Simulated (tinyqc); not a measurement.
# Retention against temperature

Retention: filled traps are spread evenly in depth from E1 to E2, and each empties at the rate nu exp(-E/kB T). The share left is the mean of exp(-nu t exp(-E/kB T)) = [kB T/(E2 - E1)] [E1x(nu t exp(-E2/kB T)) - E1x(nu t exp(-E1/kB T))], E1x the exponential integral; traps shallower than about Ed = kB T ln(nu t) are empty. t = 3.15576e8 s; the last column is the bake time at 523 K with the same Ed.

Inputs (values chosen for the exercise): shallowest trap depth E1 = 0.88 eV; deepest trap depth E2 = 2.16 eV; attempt frequency nu = 1e13 1/s.

Constants: q = 1.602176634e-19 C, kB = 1.380649e-23 J/K, Vt = kB T/q. Results are converted to the units shown.

Retention against temperature:
```
T (K)  Ed (eV)  share left  equivalent bake at 523 K (s)
300     1.2798     0.67603                       0.21487
328     1.3992     0.58162                        3.0422
358     1.5272     0.48047                        52.048
378     1.6125     0.41304                        345.58
398     1.6978     0.34561                        2294.5
423     1.8045     0.26132                         24456
448     1.9111     0.17708                      2.6065e5
```

The share left falls from 0.676 to 0.177. Apart from the width of the edge only the product T ln(nu t) counts, so ten years at 358 K equal 52.0 s at 523 K; no single activation energy describes the loss, since Ed itself moves.

Program tinyqc, `OMP_NUM_THREADS=1 python tinyqc.py 2130060 2130061 out.jsonl`; Intel Xeon 2.30GHz, shared host, one thread, about 0.06 s.
